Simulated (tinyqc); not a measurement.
From results back to parameters: free-carrier optics of a doped semiconductor (Drude model with one polar phonon). Three cases, with inputs chosen for the exercise.

Problem. The upper coupled mode solves E^4 - (wL^2 + Ep^2) E^2 + Ep^2 wT^2 = 0 with wL = wT sqrt(es/ei); N is hidden.

eps(E) = ei [1 - Ep^2/(E^2 + i E Gam)] + (es - ei) wT^2/(wT^2 - E^2 - i E gT), with Ep^2 = 8 pi c (e^2/(4 pi eps0)) N/(m ei), c = hbar^2/2m0, N in 1/angstrom^3 (1e-24 per 1/cm^3); Gam = hbar/tau, tau = mu m m0/e with m0/e = 5.685630e-12 kg/C and mu in m^2/(V s). Energies in meV.

Constants: hbar^2/2m0 = 3.80998211 eV angstrom^2; e^2/(4 pi eps0) = 14.39964547 eV angstrom.

Case 1.

Values chosen (mass and dielectric values near those of InP; N and mu are free inputs; interband absorption and the rise of the mass with filling are left out; the results hold for these values, not for the real material): m = 0.0774 m0 (conductivity mass); ei = 9.49 (high-frequency dielectric constant); wT = 37.2 meV (TO phonon); es = 12.16 (static dielectric constant).

L+ = 58.8568 meV

Case 2.

Values chosen (mass and dielectric values near those of GaN; N and mu are free inputs; interband absorption and the rise of the mass with filling are left out; the results hold for these values, not for the real material): m = 0.203 m0 (conductivity mass); ei = 5.28 (high-frequency dielectric constant); wT = 68.9 meV (TO phonon); es = 9.49 (static dielectric constant).

L+ = 102.9117 meV

Case 3.

Values chosen (mass and dielectric values near those of SiC; N and mu are free inputs; interband absorption and the rise of the mass with filling are left out; the results hold for these values, not for the real material): m = 0.423 m0 (conductivity mass); ei = 6.5 (high-frequency dielectric constant); wT = 98.3 meV (TO phonon); es = 9.75 (static dielectric constant).

L+ = 160.5660 meV

Find: Ep; N; L-.

Solution. Ep^2 = L+^2 (L+^2 - wL^2)/(L+^2 - wT^2); the product of the roots gives L- = Ep wT/L+.

Case 1.

Ep = 53.06 meV
N = 1.50e+18 1/cm^3
L- = 33.54 meV

Case 2.

Ep = 61.08 meV
N = 2.90e+18 1/cm^3
L- = 40.89 meV

Case 3.

Ep = 134.36 meV
N = 3.60e+19 1/cm^3
L- = 82.26 meV

Computed by tinyqc, one run a case: `OMP_NUM_THREADS=1 python tinyqc.py N N+1 out.jsonl` with N = 1651601, 1651616, 1651622; one thread of a shared Intel(R) Xeon(R) Processor @ 2.30GHz, about 0.01 s a run at most.
